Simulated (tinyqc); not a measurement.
Surface potential of a MOS transistor: implicit equation and explicit approximations: one step of the calculation.

p-type body, charge-sheet picture, depletion and inversion only, full ionisation (an idealisation for deep acceptors), Boltzmann statistics (rough once Na exp(x - xn) passes about Nc/7). In units of Vt: xg = (Vg - Vfb)/Vt, x = psi/Vt, G = gamma/sqrt(Vt), xn = (2 phiF + Vc)/Vt. The implicit equation is (xg - x)^2 = G^2 [x - 1 + exp(x - xn)] for x above about 3. Cox = eps0 eox/tox.

Question. Scales. ni = sqrt(Nc Nv) exp(-Eg/(2 Vt)), Eg in volts; phiF = Vt ln(Na/ni); gamma = sqrt(2 q eps0 eps_r Na)/Cox; VT = Vfb + Vt (xn + G sqrt(xn - 1)).

Inputs (values chosen for the exercise); band and dielectric values close to those of 4H silicon carbide: temperature T = 300 K; band gap Eg = 3.3 eV; relative permittivity eps_r = 9.68; conduction-band density of states at T Nc = 1.71e19 cm^-3; valence-band density of states at T Nv = 2.46e19 cm^-3; relative permittivity of the gate insulator (close to hafnium oxide) eox = 22.5; insulator thickness tox = 42 nm; acceptor density Na = 2e17 cm^-3; flat-band voltage Vfb = -0.57 V; channel-body voltage Vc = 0.5 V; gate-body voltage Vg = 4.12 V.

Constants: q = 1.602176634e-19 C, kB = 1.380649e-23 J/K, Vt = kB T/q, eps0 = 8.8541878128e-14 F/cm where lengths are in cm. Results are converted to the units shown.

Find: phiF; gamma; G; xn; VT; xg.

Answer.

phiF = 1.5303 V
gamma = 0.49410 V^0.5
G = 3.0730
xn = 137.73
VT = 3.9195 V
xg = 181.42

Range of the model: The electron quasi-Fermi level lies less than 2 Vt below the band edge at the surface, or above it, where degeneracy and confinement, left out, matter.

Program tinyqc, `OMP_NUM_THREADS=1 python tinyqc.py 2122243 2122244 out.jsonl`; Intel Xeon 2.30GHz, shared host, one thread, about 0.01 s.
